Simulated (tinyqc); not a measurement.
Conductance of a narrow metal strip with scatterers (square lattice, Green functions): sweeps and comparisons. A value that a table varies takes the place of the one given here.

A strip of W sites across with hard walls, site energy 0 and hopping -t. Mode n = 1 to W has profile chi_n(j) = sqrt(2/(W + 1)) sin(n j pi/(W + 1)) and energy en = -2t cos(n pi/(W + 1)); E = en - 2t cos(kn a). With z_n = exp(i kn a) (Im k > 0 for closed modes, |z| < 1) each lead gives the self-energy -t z_n in mode n. One column carries the site energies v, here a notch at the edge (a site raised out of reach). In the mode basis V_nm = sum_j chi_n(j) v_j chi_m(j), G = (E - en + 2 t z_n - V)^-1, and t_nm = 2t sqrt(sin(kn a) sin(km a)) G_nm in size for open modes. T = sum |t_nm|^2, conductance (2e^2/h) T.

Constants: e^2/h = 3.874045865e-05 S.

Inputs chosen for the exercise (hopping and spacing of the size met in Cu or Al; the lattice is a model; the results hold for these values, not for the real material): t = 1.47 eV (hopping); W = 3 (sites across); v = (50, 0, 0) eV (site energies in the scattering column); a = 2.45 angstrom (spacing); E = -0.22 eV (Fermi energy).

## Conductance steps with and without the scatterer

E is varied across the lower half of the band.

Against energy:
```
E/t    E (eV)  open modes       T  reflected
-3.30  -4.851           1  0.3551     0.6449
-2.95  -4.337           1  0.7343     0.2657
-2.65  -3.896           1  0.8560     0.1440
-2.30  -3.381           1  0.9395     0.0605
-1.95  -2.866           2  1.0093     0.9907
-1.65  -2.425           2  1.0550     0.9450
-1.30  -1.911           2  1.1174     0.8826
-0.95  -1.397           2  1.2334     0.7666
-0.65  -0.956           2  1.6276     0.3724
-0.30  -0.441           3  2.0021     0.9979
0.05    0.073           3  2.0024     0.9976
```

The clean strip goes from 1 to 3 open modes. The reflected flux ranges from 0.060 (E/t = -2.3) to 0.998 (E/t = -0.3). A scatterer on one site acts on one combination of modes only, so it can reflect at most one unit.

## The same scatterer in wider strips

Width (W + 1) a; the strength is the entry of v largest in size. The notch stays one site deep. Added resistance (1/T - 1/M)/(2 e^2/h), M the number of open modes.

Against width:
```
W   width (angstrom)   M        T     T/M  added resistance (ohm)
3                9.8   3   2.0023  0.6674                  2143.7
4               12.2   4   3.0022  0.7505                  1072.4
5               14.7   5   4.0020  0.8004                   643.7
6               17.1   6   5.0019  0.8336                   429.2
8               22.1   7   6.0312  0.8616                   296.2
10              26.9   9   8.0086  0.8898                   177.5
14              36.8  13  12.0033  0.9233                    82.4
20              51.5  18  17.0060  0.9448                    41.9
```

The added resistance is 2144 ohm at W = 3 and 41.9 at W = 20; from W = 10 to 20 it changes by a factor 0.24, where 1/M gives 0.50 and 1/M^2 gives 0.25. A point scatterer removes at most one unit of M (here 0.97 to 1.00), so its resistance is at most 1/(M (M - 1)) in units of h/2e^2, without bound for M = 1, with jumps where modes open or where the site sits near a node of the open modes; the largest value is at W = 3 (2144 ohm).

## What each change does

Open modes M, T and the added resistance (1/T - 1/M)/(2 e^2/h). Each row changes one parameter from the base and keeps the others.

Results:
```
case                M       T  added resistance (ohm)
base                3  2.0023                    2144
t = 1.529 eV        3  2.0025                    2143
E = -0.1 eV         3  2.0024                    2143
v = (50, 50, 0) eV  3  1.0040                    8552
```

The largest shifts from the base row, up to three for each result and ties (the steps differ in size, so this ranks the rows, not the parameters). M: unchanged at the printed digits by t, E and v. T: v -0.9983, t +0.0002, E +0.0001. added resistance (ohm): v +6409, t -1, E -0.

Computed by tinyqc, a small Python program: `OMP_NUM_THREADS=1 python tinyqc.py 1480345 1480346 out.jsonl` (the numbers bound the seed that draws the inputs); one thread of a shared host (Intel(R) Xeon(R) Processor @ 2.30GHz), about 0.01 s for the whole set of steps.
